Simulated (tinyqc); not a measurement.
Level against strength of the defect: Koster-Slater impurity in an sp3s* host.

sp3s* tight binding, nearest neighbours only: anion (a) at 0, cation (c) at a/4 (1,1,1), orbitals s, px, py, pz, s* on each; k in units of 2 pi/a. With phases e_j = exp(i (pi/2) k.n_j) for n = (1,1,1), (1,-1,-1), (-1,1,-1), (-1,-1,1): g0 = (e1+e2+e3+e4)/4, g1 = (e1+e2-e3-e4)/4, g2 = (e1-e2+e3-e4)/4, g3 = (e1-e2-e3+e4)/4. The diagonal holds the levels Esa, Epa, Exa (s*) and Esc, Epc, Exc. Anion-cation block: <sa|sc> = Vss g0; <sa|xc> = Vsapc g1; <xa|sc> = -Vscpa g1; <xa|xc> = Vxx g0; <xa|yc> = <ya|xc> = Vxy g3, <xa|zc> = <za|xc> = Vxy g2, <ya|zc> = <za|yc> = Vxy g1; <s*a|xc> = Vxapc g1; <xa|s*c> = -Vpaxc g1; y and z take g2 and g3 in place of g1; s-s* and s*-s* vanish.

A defect on an anion site (a) shifts the s level there by Vs or the three p levels by Vp and leaves the rest. A level in the gap solves 1/Vs = G_s(E) (symmetry A1) or 1/Vp = G_p(E) (T2, threefold), with G(E) = (1/N^3) sum over k and bands of w/(E - e), where w is the weight of the state on the s orbital of that site, or the mean weight on its px, py, pz. Mesh: k = f1 (-1,1,1) + f2 (1,-1,1) + f3 (1,1,-1), f = (j + 1/2)/N, j = 0 to N - 1. Energies from the top of the valence band at Gamma; the s* orbital of the site is left as it is. An infinite shift removes the s or p orbitals, the model of the ideal vacancy: G(E) = 0.

Inputs chosen for the exercise (out of a larger set: near a published set for Si; not measured data): p = (-4.189, 1.718, -4.189, 1.718, 6.668, 6.668, -8.317, 1.716, 4.565, 5.741, 5.741, 5.362, 5.362) eV (order Esa, Epa, Esc, Epc, Exa, Exc, Vss, Vxx, Vxy, Vsapc, Vscpa, Vxapc, Vpaxc); N = 4 (mesh).

Eg (smallest gap of the host) = 1.18104 eV

A dash: no level in the gap from 0 to Eg. The last row is the ideal vacancy.

Levels (eV above the valence band):

| shift (eV) | A1 | T2 |
|---|---|---|
| -40 | - | 0.670 |
| -20 | - | 0.805 |
| -12 | 0.158 | 0.951 |
| -8 | 0.529 | 1.081 |
| -5 | 0.906 | - |
| -3 | 1.177 | - |
| +3 | - | - |
| +5 | - | - |
| +8 | - | - |
| +12 | - | 0.061 |
| +20 | - | 0.222 |
| +40 | - | 0.366 |
| vacancy | - | 0.520 |

A1: a level lies in the gap for the attractive shifts -3, -5, -8 and -12 eV, and no repulsive one does; G has no zero in the gap, so there is no vacancy level there and a strong enough shift drives the level out through the far edge. T2: a level lies in the gap for the attractive shifts -8, -12, -20 and -40 eV and for the repulsive +12, +20 and +40 eV; both branches tend to the vacancy level, 0.520 eV, which pins them. A level passes the edges where the shift equals 1/G, a value that is sensitive to the mesh there: on this one 1/G(0) = -14.3 and 1/G(Eg) = -3.0 eV for s, 10.0 and -5.7 eV for p.

Program tinyqc; command `OMP_NUM_THREADS=1 python tinyqc.py 1452340 1452341 out.jsonl`; about 0.05 s on one thread of a shared Intel(R) Xeon(R) Processor @ 2.30GHz.
